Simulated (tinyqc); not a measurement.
Worked calculation: Hueckel theory of the pi electrons with the omega technique, for the molecule O=C1C=CC(=O)C(Cl)=C1 (SMILES; centres numbered as the heavy atoms are written). Computed by tinyqc, a small Python program that keeps every step. Settings: charge = 0, omega = 0.6, damping = 0.3. Command: `OMP_NUM_THREADS=1 python tinyqc.py 22672 22673 out.jsonl` (the two numbers bound the seeds that draw the settings). One thread of a shared host (Intel(R) Xeon(R) Processor @ 2.60GHz), about 0.01 s of CPU time with the checks.

## The Hueckel matrix

Centres:
```
centre  z_r, pi electrons of the neutral centre        h
1O                                            1  1.00000
2C                                            1  0.00000
3C                                            1  0.00000
4C                                            1  0.00000
5C                                            1  0.00000
6O                                            1  1.00000
7C                                            1  0.00000
8Cl                                           2  2.00000
9C                                            1  0.00000
```

Bonds:
```
i  j        k
1  2  1.00000
2  3        1
3  4        1
4  5        1
5  6        1
5  7        1
7  8  0.40000
7  9        1
9  2        1
```

H_rr = alpha + h_r beta, H_rs = k_rs beta for bonded centres.

Hueckel matrix in units of beta (H = alpha + beta A), order 1O, 2C, 3C, 4C, 5C, 6O, 7C, 8Cl, 9C:
```
[[1.00000, 1.00000, 0.00000, 0.00000, 0.00000, 0.00000, 0.00000, 0.00000, 0.00000],
 [1.00000, 0.00000, 1.00000, 0.00000, 0.00000, 0.00000, 0.00000, 0.00000, 1.00000],
 [0.00000, 1.00000, 0.00000, 1.00000, 0.00000, 0.00000, 0.00000, 0.00000, 0.00000],
 [0.00000, 0.00000, 1.00000, 0.00000, 1.00000, 0.00000, 0.00000, 0.00000, 0.00000],
 [0.00000, 0.00000, 0.00000, 1.00000, 0.00000, 1.00000, 1.00000, 0.00000, 0.00000],
 [0.00000, 0.00000, 0.00000, 0.00000, 1.00000, 1.00000, 0.00000, 0.00000, 0.00000],
 [0.00000, 0.00000, 0.00000, 0.00000, 1.00000, 0.00000, 0.00000, 0.40000, 1.00000],
 [0.00000, 0.00000, 0.00000, 0.00000, 0.00000, 0.00000, 0.40000, 2.00000, 0.00000],
 [0.00000, 1.00000, 0.00000, 0.00000, 0.00000, 0.00000, 1.00000, 0.00000, 0.00000]]
```

## Orbitals, round 1

pi electrons, sum of z_r less the charge = 10

Diagonalise; E = alpha + x beta with beta < 0, so the largest x are filled first; degenerate levels share their electrons. P = sum n_i c_ri c_si; each orbital has its largest coefficient positive (the first on a tie).

x values: [2.36166, 2.03737, 1.84320, 1.00000, 0.95075, 0.24683, -1.01322, -1.30582, -2.12077]

occupations: [2.00000, 2.00000, 2.00000, 2.00000, 2.00000, 0.00000, 0.00000, 0.00000, 0.00000]

coefficients, order 1O, 2C, 3C, 4C, 5C, 6O, 7C, 8Cl, 9C:
```
[[0.26140, -0.31058, -0.44980, 0.50000, -0.29909, -0.46276, 0.00354, -0.24624, 0.13652],
 [0.35593, -0.32219, -0.37927, 0.00000, 0.01473, 0.34853, -0.00712, 0.56780, -0.42606],
 [0.27171, -0.22613, -0.10178, -0.50000, -0.27712, 0.28820, -0.49363, -0.25638, 0.38135],
 [0.28575, -0.13852, 0.19168, -0.50000, -0.27820, -0.27739, 0.50727, -0.23301, -0.38270],
 [0.40313, -0.05609, 0.45507, 0.00000, 0.01262, -0.35668, -0.02035, 0.56065, 0.43026],
 [0.29606, -0.05407, 0.53970, 0.50000, -0.25622, 0.47357, 0.01011, -0.24315, -0.13787],
 [0.37026, 0.07832, 0.10741, 0.00000, 0.54642, -0.28421, -0.49676, -0.25595, -0.39192],
 [0.40951, 0.83838, -0.27400, 0.00000, -0.20831, 0.06485, 0.06594, 0.03097, 0.03804],
 [0.30749, -0.11970, -0.14749, 0.00000, 0.59022, 0.26058, 0.49730, -0.23881, 0.38570]]
```

charge and bond-order matrix P, order 1O, 2C, 3C, 4C, 5C, 6O, 7C, 8Cl, 9C:
```
[[1.41313, 0.71859, 0.03984, -0.27058, -0.17133, 0.35612, -0.27857, 0.06441, 0.01473],
 [0.71859, 0.74911, 0.40817, 0.13909, -0.02170, -0.17133, 0.14773, -0.04701, 0.42529],
 [0.03984, 0.40817, 0.92423, 0.83310, 0.14481, -0.28251, -0.15893, 0.01459, -0.07587],
 [-0.27058, 0.13909, 0.83310, 0.92995, 0.41336, 0.03364, -0.07295, 0.01262, -0.17605],
 [-0.17133, -0.02170, 0.14481, 0.41336, 0.74583, 0.72951, 0.40129, -0.01852, 0.14201],
 [0.35612, -0.17133, -0.28251, 0.03364, 0.72951, 1.39501, 0.04670, -0.03720, -0.26664],
 [-0.27857, 0.14773, -0.15893, -0.07295, 0.40129, 0.04670, 0.90668, 0.14805, 0.82228],
 [0.06441, -0.04701, 0.01459, 0.01262, -0.01852, -0.03720, 0.14805, 1.97808, -0.11394],
 [0.01473, 0.42529, -0.07587, -0.17605, 0.14201, -0.26664, 0.82228, -0.11394, 0.95798]]
```

## Omega technique, round 1

h_r = h_r(0) + omega q_r, omega = 0.6, with q_r = z_r - P_rr; 0.3 of the old diagonal is kept.

matrix after round 1, order 1O, 2C, 3C, 4C, 5C, 6O, 7C, 8Cl, 9C:
```
[[0.82648, 1.00000, 0.00000, 0.00000, 0.00000, 0.00000, 0.00000, 0.00000, 0.00000],
 [1.00000, 0.10537, 1.00000, 0.00000, 0.00000, 0.00000, 0.00000, 0.00000, 1.00000],
 [0.00000, 1.00000, 0.03182, 1.00000, 0.00000, 0.00000, 0.00000, 0.00000, 0.00000],
 [0.00000, 0.00000, 1.00000, 0.02942, 1.00000, 0.00000, 0.00000, 0.00000, 0.00000],
 [0.00000, 0.00000, 0.00000, 1.00000, 0.10675, 1.00000, 1.00000, 0.00000, 0.00000],
 [0.00000, 0.00000, 0.00000, 0.00000, 1.00000, 0.83410, 0.00000, 0.00000, 0.00000],
 [0.00000, 0.00000, 0.00000, 0.00000, 1.00000, 0.00000, 0.03920, 0.40000, 1.00000],
 [0.00000, 0.00000, 0.00000, 0.00000, 0.00000, 0.00000, 0.40000, 2.00921, 0.00000],
 [0.00000, 1.00000, 0.00000, 0.00000, 0.00000, 0.00000, 1.00000, 0.00000, 0.01765]]
```

## Orbitals, round 2

As before.

x values: [2.38303, 2.04331, 1.80865, 0.99515, 0.88008, 0.19932, -0.98379, -1.25423, -2.07153]

occupations: [2.00000, 2.00000, 2.00000, 2.00000, 2.00000, 0.00000, 0.00000, 0.00000, 0.00000]

coefficients, order 1O, 2C, 3C, 4C, 5C, 6O, 7C, 8Cl, 9C:
```
[[0.23311, -0.26306, -0.42813, -0.10100, 0.58161, -0.50168, 0.00045, -0.26801, 0.14551],
 [0.36284, -0.32010, -0.42050, -0.01703, 0.03117, 0.31464, -0.00082, 0.55766, -0.42169],
 [0.27950, -0.23498, -0.12244, 0.53379, -0.18781, 0.27616, -0.49647, -0.24930, 0.38285],
 [0.29431, -0.15256, 0.20294, 0.53125, -0.19048, -0.26838, 0.50504, -0.23704, -0.38357],
 [0.41320, -0.07226, 0.48352, -0.02075, 0.02577, -0.32176, -0.01525, 0.55358, 0.42302],
 [0.26676, -0.05976, 0.49614, -0.12884, 0.56039, 0.50689, 0.00839, -0.26508, -0.14559],
 [0.37948, 0.07238, 0.12382, -0.42084, -0.34998, -0.26829, -0.49680, -0.25129, -0.39229],
 [0.40605, 0.84903, -0.24695, 0.16600, 0.12398, 0.05930, 0.06640, 0.03080, 0.03845],
 [0.31383, -0.12229, -0.16565, -0.44795, -0.36965, 0.25508, 0.49691, -0.24088, 0.38962]]
```

charge and bond-order matrix P, order 1O, 2C, 3C, 4C, 5C, 6O, 7C, 8Cl, 9C:
```
[[1.31062, 0.73733, 0.03249, -0.28518, -0.14920, 0.40886, -0.28928, 0.06475, 0.01298],
 [0.73733, 0.82440, 0.42634, 0.11060, -0.05821, -0.14608, 0.11743, -0.03913, 0.43755],
 [0.03249, 0.42634, 0.93706, 0.82522, 0.11470, -0.29234, -0.17003, 0.01909, -0.06591],
 [-0.28518, 0.11060, 0.82522, 0.93917, 0.42965, 0.02625, -0.06227, 0.00886, -0.18032],
 [-0.14920, -0.05821, 0.11470, 0.42965, 0.82168, 0.74311, 0.42231, -0.02645, 0.11637],
 [0.40886, -0.14608, -0.29234, 0.02625, 0.74311, 1.30306, 0.03287, -0.03370, -0.28119],
 [-0.28928, 0.11743, -0.17003, -0.06227, 0.42231, 0.03287, 0.92833, 0.14344, 0.81523],
 [0.06475, -0.03913, 0.01909, 0.00886, -0.02645, -0.03370, 0.14344, 1.97930, -0.11136],
 [0.01298, 0.43755, -0.06591, -0.18032, 0.11637, -0.28119, 0.81523, -0.11136, 0.95638]]
```

## Omega technique, round 2

As before.

matrix after round 2, order 1O, 2C, 3C, 4C, 5C, 6O, 7C, 8Cl, 9C:
```
[[0.81748, 1.00000, 0.00000, 0.00000, 0.00000, 0.00000, 0.00000, 0.00000, 0.00000],
 [1.00000, 0.10537, 1.00000, 0.00000, 0.00000, 0.00000, 0.00000, 0.00000, 1.00000],
 [0.00000, 1.00000, 0.03598, 1.00000, 0.00000, 0.00000, 0.00000, 0.00000, 0.00000],
 [0.00000, 0.00000, 1.00000, 0.03437, 1.00000, 0.00000, 0.00000, 0.00000, 0.00000],
 [0.00000, 0.00000, 0.00000, 1.00000, 0.10692, 1.00000, 1.00000, 0.00000, 0.00000],
 [0.00000, 0.00000, 0.00000, 0.00000, 1.00000, 0.82294, 0.00000, 0.00000, 0.00000],
 [0.00000, 0.00000, 0.00000, 0.00000, 1.00000, 0.00000, 0.04186, 0.40000, 1.00000],
 [0.00000, 0.00000, 0.00000, 0.00000, 0.00000, 0.00000, 0.40000, 2.01146, 0.00000],
 [0.00000, 1.00000, 0.00000, 0.00000, 0.00000, 0.00000, 1.00000, 0.00000, 0.02362]]
```

## Convergence

Each round sets h_r = h_r(0) + omega (z_r - P_rr), keeping the share named as damping of the old diagonal; repeat until output and input diagonals agree to 1e-6.

Rounds:
```
round   sum n x  largest |h(out) - h(in)|
1      16.38596                  2.48e-01
2      16.22045                  1.59e-02
3      16.21550                  1.99e-03
4      16.21562                  4.15e-04
5      16.21574                  9.55e-05
6      16.21579                  2.43e-05
7      16.21580                  7.13e-06
8      16.21580                  2.07e-06
9      16.21581                  6.12e-07
```

Converged in 9 rounds.

## Energy, charges, bond orders

final x values: [2.38394, 2.04528, 1.80399, 1.00022, 0.87447, 0.19483, -0.97829, -1.25529, -2.06915]

occupations: [2.00000, 2.00000, 2.00000, 2.00000, 2.00000, 0.00000, 0.00000, 0.00000, 0.00000]

final P, order 1O, 2C, 3C, 4C, 5C, 6O, 7C, 8Cl, 9C:
```
[[1.30681, 0.73784, 0.03244, -0.28565, -0.14671, 0.41098, -0.28991, 0.06467, 0.01220],
 [0.73784, 0.82633, 0.42693, 0.10864, -0.06035, -0.14427, 0.11544, -0.03858, 0.43828],
 [0.03244, 0.42693, 0.93830, 0.82520, 0.11229, -0.29313, -0.16989, 0.01919, -0.06446],
 [-0.28565, 0.10864, 0.82520, 0.94075, 0.43023, 0.02651, -0.06095, 0.00854, -0.18043],
 [-0.14671, -0.06035, 0.11229, 0.43023, 0.82412, 0.74420, 0.42264, -0.02669, 0.11414],
 [0.41098, -0.14427, -0.29313, 0.02651, 0.74420, 1.29692, 0.03378, -0.03376, -0.28174],
 [-0.28991, 0.11544, -0.16989, -0.06095, 0.42264, 0.03378, 0.92833, 0.14339, 0.81522],
 [0.06467, -0.03858, 0.01919, 0.00854, -0.02669, -0.03376, 0.14339, 1.97933, -0.11132],
 [0.01220, 0.43828, -0.06446, -0.18043, 0.11414, -0.28174, 0.81522, -0.11132, 0.95910]]
```

E = sum n x; q_r = z_r - P_rr; bond order p = P_rs; free valence = sqrt(3) - sum of p over the bonds of the atom.

pi energy = 10 alpha + this times beta = 16.21581

pi charges: [-0.30681, 0.17367, 0.06170, 0.05925, 0.17588, -0.29692, 0.07167, 0.02067, 0.04090]

Bond orders and lengths from R = 1.517 - 0.180 p (angstrom, C-C alone):
```
bond        p        R
1-2   0.73784        -
2-3   0.42693  1.44015
3-4   0.82520  1.36846
4-5   0.43023  1.43956
5-6   0.74420        -
5-7   0.42264  1.44092
7-8   0.14339        -
7-9   0.81522  1.37026
9-2   0.43828  1.43811
```

free valence of the carbons: [0.12900, 0.47992, 0.47663, 0.13498, 0.35079, 0.47855]

gap between the highest filled and the next level = 0.67964 |beta|
